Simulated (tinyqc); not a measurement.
Changing the background pressure p: vacuum evaporation: vapour pressure, source flux, thickness distribution, purity and step coverage. Computed by tinyqc, a small Python program. Command: `OMP_NUM_THREADS=1 python tinyqc.py 3112574 3112575 out.jsonl evap sweep`. One thread of a shared host (Intel(R) Xeon(R) Processor @ 2.30GHz), about 0.01 s of CPU time with the checks.

Molecular flow, unit sticking of the metal, no re-evaporation. The background gas is taken as water vapour (18.015 g/mol, collision diameter 0.37 nm) at 300 K.

Inputs (values chosen for the exercise, modelled on germanium, with constants for the liquid): molar mass M = 72.63 g/mol; film density rho = 5.32 g/cm^3; vapour-pressure constant A = 10.64; vapour-pressure constant B = 17540 K; source temperature T = 1720 K; source area = 0.11 cm^2; directionality n = 1; source-to-wafer distance h = 52 cm; wafer radius R = 10 cm; sticking of background gas = 0.4.

Constants: u = 1.6605390666e-27 kg; k_B = 1.380649e-23 J/K; R = 8.314462618 J/(mol K).

Method:
- log10(p_v/Pa) = A - B/T; flux from the surface Phi = p_v/sqrt(2 pi m k_B T), m = M u.
- Mass loss = Phi x area x m; heat of evaporation = ln(10) R B; d ln Phi/dT = ln(10) B/T^2 - 1/(2 T).
- A small source emits (n + 1) Phi area cos^n(phi)/(2 pi) per solid angle; on a parallel plane at height h and lateral distance l the arrival rate is (n + 1) Phi area/(2 pi h^2) x (1 + (l/h)^2)^(-(n + 3)/2). Growth rate = arrival rate x m/rho, m = M u. The wafer is fixed and centred above the source.
- Mean free path lambda = k_B T_g/(sqrt2 pi d^2 p); unscattered share exp(-h/lambda); gas arrival p/sqrt(2 pi m_g k_B T_g); impurity ratio = sticking x gas arrival/metal arrival; monolayer time = 1e15 cm^-2/(sticking x gas arrival).

One run for each value:
```
background pressure p (Pa)  impurity ratio  unscattered share  monolayer time (s)  mean free path (m)
1.00e-08                         5.363e-04          1.000e+00           6.975e+04           6.810e+05
1.00e-07                         5.363e-03          1.000e+00           6.975e+03           6.810e+04
1.00e-06                         5.363e-02          9.999e-01           6.975e+02           6.810e+03
1.00e-04                         5.363e+00          9.924e-01           6.975e+00           6.810e+01
1.00e-03                         5.363e+01          9.265e-01           6.975e-01           6.810e+00
1.00e-02                         5.363e+02          4.660e-01           6.975e-02           6.810e-01
1.00e-01                         5.363e+03          4.827e-04           6.975e-03           6.810e-02
```

Give the missing row, background pressure p (Pa) = 1.00e-05.

Computed row:
```
background pressure p (Pa)  impurity ratio  unscattered share  monolayer time (s)  mean free path (m)
1.00e-05                         5.363e-01          9.992e-01           6.975e+01           6.810e+02
```

Interpolating between the two neighbouring rows (the first column on a logarithmic scale, the others too where they are positive) misses most in unscattered share, by 0.31 %. Over the rows, impurity ratio rises from 5.36e-4 to 5360 (exponent d ln y / d ln x about 1.0 throughout); unscattered share falls from 1.000 to 4.83e-4; monolayer time (s) falls from 69800 to 0.00698 (exponent d ln y / d ln x about -1.0 throughout).

Caution (rows 1.00e-4, 0.00100, 0.0100, 0.100): more gas than metal sticks, so a compound rather than a metal film would grow.
